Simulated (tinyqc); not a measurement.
Length of a molecular wire: coherent transport through a tight-binding bridge. Computed by the program tinyqc. 

A uniform bridge between two chains:
```
parameter                        value
site energy (eV)              0.630000
hopping in the bridge (eV)    0.590000
lead hopping (eV)             1.730000
couplings (eV)              0.73, 0.78
E (eV)                        0.210000
```

T = Gamma_L Gamma_R |G_1n|^2 with the self-energies of semi-infinite chains.

Transmission against length:
```
sites           T    ln T
2      9.8362e-01  -0.017
3      6.1793e-01  -0.481
4      8.3483e-01  -0.181
5      8.1697e-01  -0.202
6      6.2290e-01  -0.473
7      9.9035e-01  -0.010
8      6.5883e-01  -0.417
9      7.3813e-01  -0.304
10     9.1728e-01  -0.086
```

E lies inside the band of the bridge (|E - e|/2h = 0.356 < 1): T does not decay but oscillates with length, between 0.618 and 0.990 here, as levels of the bridge pass E.
